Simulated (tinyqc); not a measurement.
Transit time and capacitance from two cut-off frequencies.

Inverse problem. 1/(2 pi fT) = tauF + Vt C/JC, C the sum of the junction capacitances per area. Find C, tauF and the limit of fT at high current.

Inputs (values chosen for the exercise): temperature T = 300 K.

Constants: q = 1.602176634e-19 C, kB = 1.380649e-23 J/K, Vt = kB T/q. Results are converted to the units shown.

JC (mA/um^2): 0.014  0.92
fT (GHz): 8.9207498  45.324849

Solution. The delay is a straight line in 1/JC with slope Vt C and intercept tauF.

C = 7.880 fF/um^2
tauF = 3.290 ps
limit of fT = 48.38 GHz

Numbers from tinyqc (`OMP_NUM_THREADS=1 python tinyqc.py 2320097 2320098 out.jsonl`; about 0.01 s on one thread of a shared Intel Xeon 2.30GHz).
